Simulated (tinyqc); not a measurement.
Van der Pauw, Hall and four-point-probe measurements on a doped layer: correction factor against the shape of the sample.

A uniform p-type layer with sheet resistance Rs = 1/(q ns mu), point contacts, low field (mu B small).

Rs = 1/(q ns mu). For a rectangle with contacts at the corners, RA = (8 Rs/pi) sum_(k>=0) ln coth((2k + 1) pi a/(2 b)) with current along a short side b and voltage along the opposite one, RB the same with a and b exchanged. ar = a/b. F = Rs/[(pi/ln 2)(RA + RB)/2]; small-asymmetry estimate 1 - (ln 2/2) d^2 - ((ln 2)^2/4 - (ln 2)^3/12) d^4 with d = (RB - RA)/(RB + RA).

Parameters, values chosen for the exercise:

| symbol | value | unit | meaning |
|---|---|---|---|
| ns | 1.2e14 | cm^-2 | sheet density of the layer |
| mu | 17 | cm^2/(V s) | drift mobility |

Constants: q = 1.602176634e-19 C. Results are converted to the units shown.

Result of one run:

| RA (ohm) | RB (ohm) | RB/RA | F | estimate of F |
|---|---|---|---|---|
| 26.482 | 3523.9 | 133.07 | 0.38027 | 0.57672 |

Which side ratio a/b of a rectangular sample with corner contacts ar gave this result: 1.34, 2.03, 2.37 or 3.06?

ar = 2.03.

The whole series:

| ar | RA (ohm) | RB (ohm) | RB/RA | F | estimate of F |
|---|---|---|---|---|---|
| 1 | 675.05 | 675.05 | 1.0000 | 1.0000 | 1.0000 |
| 1.34 | 231.47 | 1512.8 | 6.5355 | 0.77403 | 0.78609 |
| 1.69 | 77.063 | 2508.7 | 32.554 | 0.52212 | 0.62128 |
| 2.03 | 26.482 | 3523.9 | 133.07 | 0.38027 | 0.57672 |
| 2.37 | 9.1003 | 4555.5 | 500.59 | 0.29577 | 0.56529 |
| 2.71 | 3.1273 | 5592.8 | 1788.4 | 0.24126 | 0.56225 |
| 3.06 | 1.0414 | 6662.6 | 6397.4 | 0.20261 | 0.56140 |
| 3.4 | 0.35789 | 7702.5 | 21522 | 0.17527 | 0.56116 |

RB/RA rises from 1.00 to 21500 and F falls from 1.00 to 0.175. The estimate is 19 % above F at a/b = 1.69 and 3.20 times it in the last row. RA shrinks about as exp(-pi a/b): by a factor of 2.91 between the last two rows, against 2.91.

Program tinyqc, `OMP_NUM_THREADS=1 python tinyqc.py 2850185 2850186 out.jsonl`; Intel Xeon 2.30GHz, shared host, one thread, about 0.01 s.
